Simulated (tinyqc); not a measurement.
MP2 on RHF in the sto-3g basis, frozen core, for BeH2, spin multiplicity 1, step by step (part 2 of 2). Computed by tinyqc, a small Python program that keeps every step (integrals from PySCF). Command: `OMP_NUM_THREADS=1 python tinyqc.py 30049 30050 out.jsonl` (the two numbers bound the seeds that draw the settings). One thread of a shared host (Intel(R) Xeon(R) Processor @ 2.60GHz), about 0.1 s of CPU time with the checks.

Geometry (angstrom):
```
atom         x          y         z
Be    0.000000   0.000000  0.000000
H     0.000000   1.587000  0.084000
H     0.000000  -1.587000  0.084000
```

## Integrals over molecular orbitals

coefficients C:
```
               MO1        MO2        MO3        MO4       MO5        MO6        MO7
1Be 1s    0.991881  -0.211914   0.000000   0.032894  0.000000  -0.226947   0.000000
1Be 2s    0.031009   0.611764   0.000000  -0.137799  0.000000   1.032164   0.000000
1Be 2px   0.000000   0.000000   0.000000   0.000000  1.000000   0.000000   0.000000
1Be 2py   0.000000   0.000000   0.495340   0.000000  0.000000   0.000000   1.197450
1Be 2pz  -0.000045   0.011811   0.000000   0.989597  0.000000   0.148555   0.000000
2H 1s    -0.003832   0.392357   0.433375   0.070889  0.000000  -0.718407  -0.813935
3H 1s    -0.003832   0.392357  -0.433375   0.070889  0.000000  -0.718407   0.813935
```

core Hamiltonian H = T + V (hartree):
```
            1Be 1s     1Be 2s    1Be 2px    1Be 2py    1Be 2pz      2H 1s      3H 1s
1Be 1s   -8.533075  -2.105085   0.000000   0.000000  -0.001353  -0.330679  -0.330679
1Be 2s   -2.105085  -2.746940   0.000000   0.000000  -0.012679  -0.945136  -0.945136
1Be 2px   0.000000   0.000000  -2.219434   0.000000   0.000000   0.000000   0.000000
1Be 2py   0.000000   0.000000   0.000000  -2.397350   0.000000  -1.055169   1.055169
1Be 2pz  -0.001353  -0.012679   0.000000   0.000000  -2.219933  -0.056850  -0.056850
2H 1s    -0.330679  -0.945136   0.000000  -1.055169  -0.056850  -1.961570  -0.046038
3H 1s    -0.330679  -0.945136   0.000000   1.055169  -0.056850  -0.046038  -1.961570
```

Given earlier and not repeated: Two-electron integrals (ij|kl) in chemists' order.

(pq|rs) = sum C_ip C_jq C_kr C_ls (ij|kl), one index at a time.

one-electron integrals over orbitals h = C^T H C (hartree):
```
           1          2          3          4          5          6          7
1  -8.521801   0.207502   0.000000  -0.032761   0.000000   0.201615   0.000000
2   0.207502  -2.282566   0.000000   0.019600   0.000000  -0.247790   0.000000
3   0.000000   0.000000  -2.213789   0.000000   0.000000   0.000000  -0.314924
4  -0.032761   0.019600   0.000000  -2.215210   0.000000  -0.036698   0.000000
5   0.000000   0.000000   0.000000   0.000000  -2.219434   0.000000   0.000000
6   0.201615  -0.247790   0.000000  -0.036698   0.000000  -1.892901   0.000000
7   0.000000   0.000000  -0.314924   0.000000   0.000000   0.000000  -1.861903
```

Two-electron integrals over orbitals (pq|rs), unique and non-zero (hartree); the lowest 1 orbital is frozen and left out:
```
(22|22) 0.372063    (32|32) 0.157918    (33|22) 0.383456    (33|33) 0.406791
(42|22) 0.004878    (42|33) 0.006622    (42|42) 0.047588    (43|32) 0.010050
(43|43) 0.013248    (44|22) 0.351565    (44|33) 0.332906    (44|42) -0.019771
(44|44) 0.450770    (52|52) 0.047284    (53|53) 0.012261    (54|52) -0.006228
(54|54) 0.024841    (55|22) 0.352193    (55|33) 0.332836    (55|42) -0.007695
(55|44) 0.400662    (55|55) 0.449859    (62|22) -0.013332   (62|33) -0.040258
(62|42) -0.003625   (62|44) 0.065625    (62|55) 0.068386    (62|62) 0.083443
(63|32) -0.091496   (63|43) -0.008592   (63|63) 0.086877    (64|22) 0.000974
(64|33) -0.003585   (64|42) 0.043035    (64|44) -0.001211   (64|55) 0.006050
(64|62) 0.016212    (64|64) 0.046913    (65|52) 0.046065    (65|54) -0.003814
(65|65) 0.048481    (66|22) 0.374768    (66|33) 0.385185    (66|42) 0.016600
(66|44) 0.348664    (66|55) 0.351528    (66|62) -0.024261   (66|64) 0.010039
(66|66) 0.394517    (72|32) -0.038765   (72|43) -0.007996   (72|63) 0.062437
(72|72) 0.057381    (73|22) 0.001117    (73|33) -0.018054   (73|42) -0.011000
(73|44) 0.070398    (73|55) 0.071069    (73|62) 0.078665    (73|64) 0.008434
(73|66) -0.019819   (73|73) 0.087730    (74|32) -0.017978   (74|43) 0.011983
(74|63) 0.011614    (74|72) 0.003612    (74|74) 0.019083    (75|53) 0.013198
(75|75) 0.016965    (76|32) 0.138075    (76|43) 0.011042    (76|63) -0.090022
(76|72) -0.046502   (76|74) -0.015423   (76|76) 0.134005    (77|22) 0.397592
(77|33) 0.413308    (77|42) 0.001314    (77|44) 0.376583    (77|55) 0.376116
(77|62) -0.017517   (77|64) -0.003437   (77|66) 0.407168    (77|73) 0.004460
(77|77) 0.450675
```

## Second-order Moller-Plesset energy

orbital energies (hartree): MO1 -4.534898, MO2 -0.414001, MO3 -0.370591, MO4 0.211874, MO5 0.213707, MO6 0.349645, MO7 0.682299

Hartree-Fock energy = -15.50709215 hartree

E2 = sum_ijab (ia|jb) [2 (ia|jb) - (ib|ja)] / (e_i + e_j - e_a - e_b) over occupied i, j and virtual a, b; the opposite-spin part is (ia|jb)^2 / denominator, the rest is same-spin, and SCS-MP2 scales them by 6/5 and 1/3.

Terms:
```
i  j  a  b    (ia|jb)    (ib|ja)  denominator       term
3  3  6  6   0.086877   0.086877    -1.440472  -0.005240
2  2  6  6   0.083443   0.083443    -1.527293  -0.004559
3  2  7  6   0.078665   0.062437    -1.816536  -0.004109
2  3  6  7   0.078665   0.062437    -1.816536  -0.004109
3  3  7  7   0.087730   0.087730    -2.105779  -0.003655
2  2  4  4   0.047588   0.047588    -1.251751  -0.001809
2  2  5  5   0.047284   0.047284    -1.255416  -0.001781
2  3  7  6   0.062437   0.078665    -1.816536  -0.001588
3  2  6  7   0.062437   0.078665    -1.816536  -0.001588
2  2  7  7   0.057381   0.057381    -2.192600  -0.001502
3  3  4  4   0.013248   0.013248    -1.164930  -0.000151
3  3  5  5   0.012261   0.012261    -1.168595  -0.000129
3  2  7  4  -0.011000  -0.007996    -1.678765  -0.000092
2  3  4  7  -0.011000  -0.007996    -1.678765  -0.000092
3  3  4  6  -0.008592  -0.008592    -1.302701  -0.000057
3  3  6  4  -0.008592  -0.008592    -1.302701  -0.000057
2  3  7  4  -0.007996  -0.011000    -1.678765  -0.000024
3  2  4  7  -0.007996  -0.011000    -1.678765  -0.000024
2  2  4  6  -0.003625  -0.003625    -1.389522  -0.000009
2  2  6  4  -0.003625  -0.003625    -1.389522  -0.000009
```

Pair energies (hartree; pair i-j sums ij and ji):
```
pair  opposite spin  same spin
2-2       -0.009669          0
3-2       -0.011326  -0.000301
3-3       -0.009287   0.000000
```

MP2 correlation energy = -0.03058291 hartree

SCS-MP2 correlation energy = -0.03643890 hartree

MP2 total energy = -15.53767506 hartree
